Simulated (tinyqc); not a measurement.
Comparisons within one model: shallow donor in an anisotropic valley (effective-mass theory). A value that a table varies takes the place of the one given here.

One valley: H = -c [(d2/dx2 + d2/dy2)/mt + (d2/dz2)/ml] - q/(eps r), c = hbar^2/2m0, q = e^2/(4 pi eps0). Trial function exp(-sqrt((x^2 + y^2)/a^2 + z^2/b^2)) with a > b: T = (c/3)(2/(mt a^2) + 1/(ml b^2)), V = -(q/eps) atan(u/b)/u, u = sqrt(a^2 - b^2). The central cell of the impurity is left out.

Constants: hbar^2/2m0 = 3.80998211 eV angstrom^2; e^2/(4 pi eps0) = 14.39964547 eV angstrom; Ry = 13.60569312 eV; a0 (Bohr radius) = 0.5291772105 angstrom.

Parameters, chosen for this exercise (near those of a group-V donor in Si; shifted at random, so the results belong to these values and not to a real crystal): mt = 0.183 m0 (transverse mass); eps = 11.3 (dielectric constant); xs = (1.3, 2.4, 3.6, 6.1, 11, 18, 69, 130) (ratios ml/mt); E0 = -30.5 meV (single-valley level); D0 = 4.07 meV (central-cell shift); D1 = 3.63 meV (coupling of perpendicular valleys); D2 = 3.05 meV (coupling of opposite valleys); ml = 0.883 m0 (longitudinal mass).

## Mass anisotropy

mt and eps fixed, ml varied. Energies in units of Ry*(mt) = Ry mt/eps^2 and lengths in a*(mt) = a0 eps/mt; the last two columns use one mass, 3/(1/ml + 2/mt) or (ml mt^2)^(1/3).

Results:

| ml/mt | a/a* | b/a | binding | conductivity mass | density-of-states mass |
|---|---|---|---|---|---|
| 1.30 | 0.947 | 0.911 | 1.089 | 1.083 | 1.091 |
| 2.40 | 0.841 | 0.733 | 1.307 | 1.241 | 1.339 |
| 3.60 | 0.784 | 0.636 | 1.457 | 1.317 | 1.533 |
| 6.10 | 0.722 | 0.529 | 1.654 | 1.386 | 1.827 |
| 11.0 | 0.665 | 0.431 | 1.874 | 1.435 | 2.224 |
| 18.0 | 0.627 | 0.364 | 2.052 | 1.459 | 2.621 |
| 69.0 | 0.551 | 0.230 | 2.496 | 1.489 | 4.102 |
| 130 | 0.526 | 0.185 | 2.677 | 1.494 | 5.066 |

The binding grows from 1.09 to 2.68 Ry*(mt); for ml going to infinity the exact problem becomes two-dimensional, with 4 Ry*. The conductivity mass saturates at 1.5 and underbinds, by 16 % at ml/mt = 6.1; the density-of-states mass errs by +10 % there and by +89 % in the last row. With these mt and eps one unit is 19.50 meV.

## Strain along [001] (shallow donor in effective-mass theory, with valley-orbit splitting)

Basis: the 1s envelopes of the valleys +x, -x, +y, -y, +z, -z. Diagonal E0 - D0, element -D2 between opposite valleys and -D1 between perpendicular ones. Strain along [001] adds 2 Ds/3 to the z valleys and -Ds/3 to the others.

Ground level, gap to the next level, weight in the z valleys and contact density (sum of amplitudes)^2/6.

Results:

| Ds (meV) | ground (meV) | gap (meV) | z weight | contact density | ground less band edge (meV) |
|---|---|---|---|---|---|
| -120 | -118.55 | 7.03 | 0.992 | 0.421 | -38.55 |
| -40 | -67.24 | 9.05 | 0.924 | 0.609 | -40.57 |
| -15 | -54.72 | 13.20 | 0.676 | 0.882 | -44.72 |
| -5 | -52.41 | 17.56 | 0.445 | 0.987 | -49.08 |
| 0 | -52.14 | 20.62 | 0.333 | 1.000 | -52.14 |
| 5 | -52.37 | 19.19 | 0.244 | 0.990 | -50.71 |
| 15 | -53.89 | 17.37 | 0.132 | 0.942 | -48.89 |
| 40 | -60.35 | 15.49 | 0.041 | 0.841 | -47.01 |
| 120 | -85.70 | 14.18 | 0.006 | 0.740 | -45.70 |

The scale is the A1-E splitting 6 D1 = 21.8 meV. The contact density is largest without strain and falls to 0.421 and 0.740 at the ends, towards 1/3 (two valleys) and 2/3 (four valleys). The binding below the lowest band edge drops from 52.1 meV to 38.5 meV when the two z valleys are lowest and to 45.7 meV when the four others are, since fewer valleys share the coupling.

## What each parameter does

The minimum of the trial energy. Each row changes one parameter from the base and keeps the others.

Results:

| case | E (meV) | a (angstrom) | b (angstrom) | b/a |
|---|---|---|---|---|
| base | -30.54 | 24.44 | 14.03 | 0.574 |
| ml = 1.104 m0 | -32.18 | 23.62 | 12.55 | 0.531 |
| mt = 0.165 m0 | -28.22 | 26.68 | 14.77 | 0.554 |
| eps = 12.4 | -25.37 | 26.82 | 15.39 | 0.574 |

The largest shifts from the base row, up to three for each result and ties (the steps differ in size, so this ranks the rows, not the parameters). E (meV): eps +5.18, mt +2.32, ml -1.63. a (angstrom): eps +2.38, mt +2.24, ml -0.82. b (angstrom): ml -1.48, eps +1.37, mt +0.74. b/a: ml -0.043, mt -0.020; unchanged at the printed digits by eps. eps only rescales the solution (E as 1/eps^2, lengths as eps), so b/a depends on ml/mt alone.

tinyqc: `OMP_NUM_THREADS=1 python tinyqc.py 1280992 1280993 out.jsonl`; about 0.01 s, one thread, shared Intel(R) Xeon(R) Processor @ 2.30GHz.
